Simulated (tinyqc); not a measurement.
# Worked calculation: silicon n-p-n transistor, Gummel numbers and transit times

Computed by the program tinyqc: `OMP_NUM_THREADS=1 python tinyqc.py 2320061 2320062 out.jsonl`, one thread of a shared Intel Xeon 2.30GHz, about 0.01 s for the whole run. Printed values are rounded.

One-dimensional n-p-n transistor in the forward active mode at low injection. In the base p(x) = NB exp(-eta x/wb) and ni(x)^2 = ni^2 exp((g0 + g1 x/wb)/Vt); electrons leave the base at vsat; band spikes at the emitter junction and recombination inside the emitter are ignored.

Inputs (values chosen for the exercise); band and dielectric values close to those of silicon: temperature T = 400 K; band gap Eg = 1.1 eV; relative permittivity eps_r = 11.9; conduction-band density of states at T Nc = 4.36e19 cm^-3; valence-band density of states at T Nv = 4.11e19 cm^-3; saturation velocity vsat = 9.87e6 cm/s; neutral base width wb = 96 nm; base doping at the emitter edge NB = 7.7e17 cm^-3; doping falls as exp(-eta x/wb) eta = 0; gap reduction at the emitter edge of the base g0 = 0 eV; further gap reduction across the base (linear) g1 = 0 eV; electron diffusion coefficient in the base Dn = 10 cm^2/s; emitter doping NE = 2.7e20 cm^-3; gap reduction in the emitter (negative: wider gap) gE = 0.105 eV; neutral emitter width we = 200 nm; hole diffusion coefficient in the emitter Dp = 0.91 cm^2/s; recombination velocity at the emitter contact Se = 4e6 cm/s; electron lifetime in the base tb = 3e-7 s; collector doping NC = 2.8e16 cm^-3; collector-base reverse bias VCB = 1.6 V.

Constants: q = 1.602176634e-19 C, kB = 1.380649e-23 J/K, Vt = kB T/q, eps0 = 8.8541878128e-14 F/cm where lengths are in cm. Results are converted to the units shown.

Range of the model: Heavy doping makes emitter or base degenerate; gE and g0 are to be read as apparent gap changes that include this.

## Base Gummel number and transit time

f(x) = p(x) ni^2/ni(x)^2; I(x) = integral from x to wb of f/Dn, plus f(wb)/vsat; base Gummel number GB = I(0); electron density per unit flux n/(J/q) = I/f; base transit time tauB = integral of I/f over the base. Trapezoid rule on 11 equal steps.

| point | x (nm) | f (cm^-3) | I (s/cm^4) | I/f (s/cm) |
|---|---|---|---|---|
| 0 | 0.00000 | 7.7e17 | 8.172142e11 | 1.061317e-6 |
| 1 | 8.72727 | 7.7e17 | 7.500142e11 | 9.740444e-7 |
| 2 | 17.45455 | 7.7e17 | 6.828142e11 | 8.867717e-7 |
| 3 | 26.18182 | 7.7e17 | 6.156142e11 | 7.994989e-7 |
| 4 | 34.90909 | 7.7e17 | 5.484142e11 | 7.122262e-7 |
| 5 | 43.63636 | 7.7e17 | 4.812142e11 | 6.249535e-7 |
| 6 | 52.36364 | 7.7e17 | 4.140142e11 | 5.376808e-7 |
| 7 | 61.09091 | 7.7e17 | 3.468142e11 | 4.504080e-7 |
| 8 | 69.81818 | 7.7e17 | 2.796142e11 | 3.631353e-7 |
| 9 | 78.54545 | 7.7e17 | 2.124142e11 | 2.758626e-7 |
| 10 | 87.27273 | 7.7e17 | 1.452142e11 | 1.885898e-7 |
| 11 | 96.00000 | 7.7e17 | 7.801418e10 | 1.013171e-7 |

GB = 8.172142e11 s/cm^4
tauB = 5.580644 ps

With 4000 steps GB = 8.172e11 s/cm^4 and tauB = 5.581 ps. A uniform base would give wb^2/(2 Dn) + wb/vsat = 5.58 ps.

## Gain, Early voltage and collector delay

ni = sqrt(Nc Nv) exp(-Eg/(2 Vt)), Eg in volts; GE = NE exp(-gE/Vt)(we/Dp + 1/Se); JC = J0 exp(VBE/Vt), J0 = q ni^2/GB; gain limited by back injection GE/GB, by base recombination tb/tauB, together 1/beta = the sum of the inverses; collector layer one-sided, Wc = sqrt(2 eps0 eps_r (Vbc + VCB)/(q NC)), Vbc = Vt ln(p(wb) NC/ni^2), Cjc = eps0 eps_r/Wc; Early voltage VA = GB q p(wb)/(f(wb) Cjc [1/Dn - (eta + g1/Vt)/(wb vsat)]), f(wb) = p(wb) exp(-(g0 + g1)/Vt), p(wb) = NB exp(-eta); tauC = Wc/(2 vsat).

ni = 4.977017e12 cm^-3
GE = 2.853138e14 s/cm^4
J0 = 4.856382e-6 A/cm^2
GE/GB = 349.1298
tb/tauB = 53757.23
beta = 346.8770
Wc = 329.3750 nm
Cjc = 0.3198932 fF/um^2
VA = 40.92995 V
tauC = 1.668566 ps

The gain is limited more by back injection into the emitter. beta VA = 14200 V.
